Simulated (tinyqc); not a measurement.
Worked calculation: plane-wave Kohn-Sham cycle with exchange-only LDA in a layered model solid. One step of it, computed by the program tinyqc.

Question. Iteration 1: potential. V_H(G) = 4 pi rho(G)/G^2 for G != 0 (uniform background); v_x = -(3 rho/pi)^(1/3); V = V_ext + V_H + v_x; Fourier components f(G_m) = (1/N) sum_j f(x_j) exp(-i G_m x_j).

A solid whose potential varies along x alone (atomic units):
```
parameter                      value
period a                   13.200000
cross-section of the cell   9.000000
electrons per cell                 2
grid points                       16
plane waves -n..n, n               3
k points                           3
V1 in V1 cos(2 pi x/a)     -0.450000
```

density at the start, on the grid x_j = j a/N (e/bohr^3): [0.01683502, 0.01683502, 0.01683502, 0.01683502, 0.01683502, 0.01683502, 0.01683502, 0.01683502, 0.01683502, 0.01683502, 0.01683502, 0.01683502, 0.01683502, 0.01683502, 0.01683502, 0.01683502]

Give: Potentials on the grid; V(G_m), m = 0, 1, 2, ....

Answer.

Potentials on the grid (hartree):
```
x          V_ext     V_H      v_x        V
0.0000   -0.4500  0.0000  -0.2524  -0.7024
0.8250   -0.4157  0.0000  -0.2524  -0.6681
1.6500   -0.3182  0.0000  -0.2524  -0.5706
2.4750   -0.1722  0.0000  -0.2524  -0.4246
3.3000         0  0.0000  -0.2524  -0.2524
4.1250    0.1722  0.0000  -0.2524  -0.0802
4.9500    0.3182  0.0000  -0.2524   0.0658
5.7750    0.4157  0.0000  -0.2524   0.1634
6.6000    0.4500  0.0000  -0.2524   0.1976
7.4250    0.4157  0.0000  -0.2524   0.1634
8.2500    0.3182  0.0000  -0.2524   0.0658
9.0750    0.1722  0.0000  -0.2524  -0.0802
9.9000         0  0.0000  -0.2524  -0.2524
10.7250  -0.1722  0.0000  -0.2524  -0.4246
11.5500  -0.3182  0.0000  -0.2524  -0.5706
12.3750  -0.4157  0.0000  -0.2524  -0.6681
```

V(G_m), m = 0, 1, 2, ... (hartree): [-0.2524, -0.2250, 0.0000, 0.0000, 0.0000, 0.0000, 0.0000]
